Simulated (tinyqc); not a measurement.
Graded p-n junction, non-linear Poisson equation by Newton steps: one step of the calculation.

One dimension, p side on the left, n side on the right; net doping C = (Nd - Na)/2 + ((Nd + Na)/2) tanh(x/Lg). The potential psi is counted from the intrinsic level, and the quasi-Fermi potentials are flat: 0 for holes and -V for electrons, so n = ni exp((psi + V)/Vt) and p = ni exp(-psi/Vt) (Boltzmann statistics, full ionisation, no current).

Task. Densities, residual and Jacobian diagonal. n_i = ni exp((psi_i + V)/Vt), p_i = ni exp(-psi_i/Vt), rho_i = p_i - n_i + C_i, g_i = (n_i + p_i)/Vt. Box widths w_i = (h_(i-1) + h_i)/2 in cm. Residual F_i = a_i (psi_(i+1) - psi_i) - a_(i-1) (psi_i - psi_(i-1)) + q rho_i w_i; Jacobian: a_(i-1) and a_i beside the diagonal, b_i = -a_(i-1) - a_i - q g_i w_i on it. The two end nodes are fixed.

Inputs (values chosen for the exercise):
```
symbol  value  unit                                meaning
T         400     K                            temperature
V           0     V  bias of the p side against the n side
```

Constants: q = 1.602176634e-19 C, kB = 1.380649e-23 J/K, Vt = kB T/q. Results are converted to the units shown.

x, node 0 to 12 (nm): [-1810, -1210, -772, -455, -226, -60, 60, 197, 353, 532, 735, 967, 1230]
coupling a_i, interval 0 to 11 (F/cm^2): [1.4550382e-8, 1.9932030e-8, 2.7540155e-8, 3.8123272e-8, 5.2591742e-8, 7.2751910e-8, 6.3724301e-8, 5.5963008e-8, 4.8772230e-8, 4.3006055e-8, 3.7630298e-8, 3.3194788e-8]
psi at the start, node 0 to 12 (V): [-1.4071828, -1.4071828, -1.4071828, -1.4071828, -1.2014962, 0.4235508, 1.5189864, 1.5189864, 1.5189864, 1.5189864, 1.5189864, 1.5189864, 1.5189864]
net doping C, node 0 to 12 (cm^-3): [-3.2000000e16, -3.1999770e16, -3.1945113e16, -2.9123126e16, 1.5701843e16, 2.4133975e17, 5.4666025e17, 7.5309309e17, 8.0979340e17, 8.1889892e17, 8.1991284e17, 8.1999520e17, 8.1999982e17]
ni = 0.059624802 cm^-3

Find: n; p; residual F; diagonal b.

Result.

n, node 0 to 12 (cm^-3): [1.111e-19, 1.111e-19, 1.111e-19, 1.111e-19, 4.338e-17, 1.294e4, 8.200e17, 8.200e17, 8.200e17, 8.200e17, 8.200e17, 8.200e17, 8.200e17]
p, node 0 to 12 (cm^-3): [3.200e16, 3.200e16, 3.200e16, 3.200e16, 8.196e13, 2.747e-7, 4.336e-21, 4.336e-21, 4.336e-21, 4.336e-21, 4.336e-21, 4.336e-21, 4.336e-21]
residual F, node 1 to 11 (in units of 1e-7 C/cm^2): [0.000, 0.003, 0.204, 1.276, 5.472, -6.424, -1.570, -0.274, -0.034, -0.003, 0.000]
diagonal b, node 1 to 11 (F/cm^2): [-7.754e-6, -5.662e-6, -4.126e-6, -9.824e-8, -1.253e-7, -4.911e-5, -5.596e-5, -6.395e-5, -7.289e-5, -8.298e-5, -9.440e-5]

Program tinyqc, `OMP_NUM_THREADS=1 python tinyqc.py 2000046 2000047 out.jsonl`; Intel Xeon 2.30GHz, shared host, one thread, about 0.07 s.
